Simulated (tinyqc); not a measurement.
Worked calculation: Hueckel theory of the pi electrons, for the molecule C=CC(=C)C(=C)C=O (SMILES; centres numbered as the heavy atoms are written). One step of it, computed by the program tinyqc.

Question. Energy, charges, bond orders. E = sum n x; q_r = z_r - P_rr; bond order p = P_rs; free valence = sqrt(3) - sum of p over the bonds of the atom.

x values: 2.137254  1.559038  0.967482  0.530708  -0.348077  -0.625583  -1.290035  -2.080787

occupations: 2.000000  2.000000  2.000000  2.000000  0.000000  0.000000  0.000000  0.000000

charge and bond-order matrix P:
```
           1C         2C         3C         4C         5C         6C         7C         8O
1C   0.998784   0.905852   0.001803  -0.414796  -0.077108   0.010355  -0.015739   0.032711
2C   0.905852   1.000587   0.413948   0.001803  -0.003582  -0.077108  -0.044397   0.012065
3C   0.001803   0.413948   0.997005   0.828744   0.369551  -0.013936   0.024223  -0.066853
4C  -0.414796   0.001803   0.828744   1.009139  -0.013936  -0.359905  -0.099288   0.038159
5C  -0.077108  -0.003582   0.369551  -0.013936   1.024810   0.806564   0.446383  -0.082826
6C   0.010355  -0.077108  -0.013936  -0.359905   0.806564   0.815419   0.223327  -0.360181
7C  -0.015739  -0.044397   0.024223  -0.099288   0.446383   0.223327   0.694433   0.803014
8O   0.032711   0.012065  -0.066853   0.038159  -0.082826  -0.360181   0.803014   1.459822
```

Centres:
```
centre  z_r, pi electrons of the neutral centre         h
1C                                            1  0.000000
2C                                            1  0.000000
3C                                            1  0.000000
4C                                            1  0.000000
5C                                            1  0.000000
6C                                            1  0.000000
7C                                            1  0.000000
8O                                            1  0.850000
```

Bonds:
```
i  j  k
1  2  1
2  3  1
3  4  1
3  5  1
5  6  1
5  7  1
7  8  1
```

Give: pi energy = 8 alpha + this times beta; pi charges; Bond orders and lengths from R = 1.517 - 0.180 p; free valence of the carbons; gap between the highest filled and the next level.

Answer.

pi energy = 8 alpha + this times beta = 10.3890

pi charges: 1C 0.0012, 2C -0.0006, 3C 0.0030, 4C -0.0091, 5C -0.0248, 6C 0.1846, 7C 0.3056, 8O -0.4598

Bond orders and lengths from R = 1.517 - 0.180 p (angstrom, C-C alone):
```
bond       p       R
1-2   0.9059  1.3539
2-3   0.4139  1.4425
3-4   0.8287  1.3678
3-5   0.3696  1.4505
5-6   0.8066  1.3718
5-7   0.4464  1.4367
7-8   0.8030       -
```

free valence of the carbons: 1C 0.8262, 2C 0.4123, 3C 0.1198, 4C 0.9033, 5C 0.1096, 6C 0.9255, 7C 0.4827

gap between the highest filled and the next level = 0.8788 |beta|
